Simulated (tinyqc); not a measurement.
## Inverter chain driving a load

N inverters, each f = Hc^(1/N) times larger than the one before: delay tau N (f + pp). Switched capacitance in units of the first input, with output capacitance pp times the input: Hc + (1 + pp)(Hc - 1)/(f - 1).

Inputs (values chosen for the exercise):
```
symbol,value,unit,meaning
Hc,25,,load over the input capacitance of the chain
pp,0,,parasitic delay of an inverter
tau,7.4,ps,delay unit
```

Results:
```
N      f  delay (ps)  switched capacitance
1  25.00       185.0                 26.00
2  5.000       74.00                 31.00
4  2.236       66.19                 44.42
5  1.904       70.44                 51.56
6  1.710       75.92                 58.80
7  1.584       82.04                 66.11
```

Estimate the missing row, N = 3.

Computed row:
```
N      f  delay (ps)  switched capacitance
3  2.924       64.91                 37.47
```

With this row back in the table: The delay goes from 185 through a minimum of 64.9 (at N = 3 among the rows listed) to 82.0 ps. The best stage effort solves pp + rho (1 - ln rho) = 0, rho = 2.72, which gives N = ln Hc/ln rho = 3.22. One stage fewer than the best costs 14 % in delay and saves 17 % of the switched capacitance.

Computed by the program tinyqc: `OMP_NUM_THREADS=1 python tinyqc.py 2082142 2082143 out.jsonl`, one thread of a shared Intel Xeon 2.30GHz, about 0.01 s for the whole run.
